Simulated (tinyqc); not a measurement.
Equilibrium and kinetic segregation of a solute to boundaries and growing surfaces: one step, computed by the program tinyqc.

Question. Depletion of small grains. With theta the solute fraction on boundary sites and x that in the grains, theta/(1 - theta) = [x/(1 - x)] exp[(Q + z w theta)/(k_B T)]. Finite grains: boundary sites are the fraction f = 3 delta/d, and x0 = (1 - f) x + f theta; solve both equations for theta; share at boundaries = f theta/x0.

Inputs (values chosen for the exercise, modelled on phosphorus in polycrystalline silicon):
```
quantity                              value  unit
segregation energy Q                  0.422    eV
interaction z w (positive attracts)    0.15    eV
total solute fraction x0             0.0019     -
temperature T                           900     K
grain size d                             35    nm
boundary thickness delta               0.71    nm
```

Isotherm: Fowler-Guggenheim.

Constants: k_B = 8.617333262e-05 eV/K.

Give: site fraction f; coverage theta; fraction x left in the grains; share of solute at boundaries; enrichment theta/x.

Answer.

site fraction f = 0.060857

coverage theta = 0.029312

fraction x left in the grains = 1.2365e-04

share of solute at boundaries = 93.888 %

enrichment theta/x = 237.06
